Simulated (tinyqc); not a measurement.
Rise against time: self-heating of a transistor with one or more fingers, with temperature-dependent conductivity. Computed by tinyqc, a small Python program. Command: `OMP_NUM_THREADS=1 python tinyqc.py 3008147 3008148 out.jsonl selfheat walk`. One thread of a shared host (Intel(R) Xeon(R) Processor @ 2.30GHz), about 0.05 s of CPU time with the checks.

N long parallel fingers lie on the top face of a slab whose bottom is held at T_0; the top is otherwise insulated, and heat flows in two dimensions. P in W/mm is 1000 P in W/m.

Inputs (values chosen for the exercise, modelled on diamond):
```
quantity                                      value           unit
conductivity at the base temperature kappa_0   1790        W/(m K)
power per gate width P                           17           W/mm
fingers N                                         4              -
finger pitch s                                   23     micrometre
width of the heat source w                     0.67     micrometre
substrate thickness t                           140     micrometre
phonon free path Lambda                         450             nm
heat capacity C                                1.78  1e6 J/(m^3 K)
pulse length                                  0.071    microsecond
```

Power: power rises with temperature.

Method:
- A line source of power P on the top face raises the top at distance x by (P/(pi kappa_0)) g(x), g(x) = -ln tanh(pi x/(4 t)) (the image sum for the slab). On a strip of width w the centre sees the mean of g over the strip, g_0 = 1 + ln(8 t/(pi w)) for w much below t.
- theta_i = (P/(pi kappa_0)) [g_0 + sum over j != i of g(|i - j| s)], with equal powers and constant conductivity; thermal resistance = largest theta/P.
- After switching on, theta(tau) = (P D/kappa_0) int_0^tau X(u) Z(u) du at the hottest finger, D = kappa_0/C; X = sum over fingers at distance x of [erf((x + w/2)/r) - erf((x - w/2)/r)]/(2 w), Z = sum_(j=-200..200) (-1)^j exp(-(2 j t/r)^2)/sqrt(pi D u), r = 2 sqrt(D u); trapezoid rule on 300 points evenly spaced in ln u from u_0 = 1e-3 min(tau, w^2/D) to tau, plus the exact piece 2 sqrt(u_0/(pi D))/w below u_0. Conductivity and power are held at their base values here, and Fourier's law is used even where the diffusion length is near a phonon free path.

diffusivity D = 1005.62 micrometre^2/microsecond

theta of each finger (K): 35.3814  38.5734  38.5734  35.3814

largest theta = 38.5734 K

Heating curve:
```
time (microsecond)  sqrt(D time) (micrometre)  rise (K)  share of the steady rise
1.90e-05                              0.13823     2.178                   0.05646
1.90e-04                              0.43711    5.1227                    0.1328
0.0019                                 1.3823    8.5381                    0.2213
0.019                                  4.3711    12.012                    0.3114
0.19                                   13.823    16.666                     0.432
0.97                                   31.232    23.421                    0.6072
3.9                                    62.625    31.002                    0.8037
12                                     109.85    36.628                    0.9496
29                                     170.77    38.411                    0.9958
```

What follows from these numbers?

Half the steady rise is reached between 0.19 and 0.97 microseconds, and the last row holds 99.6 % of it; the slowest time constant is 4 t^2/(pi^2 D) = 7.90 microseconds. While the diffusion length lies between w and the pitch or thickness, the rise grows as the logarithm of time; once it nears the pitch of 23 micrometre the neighbours add their heat. Caution: the source is narrower than two phonon free paths, so the Fourier result understates the rise at the source.

Extremes, crossings and ranges named in words are read from the listed rows.
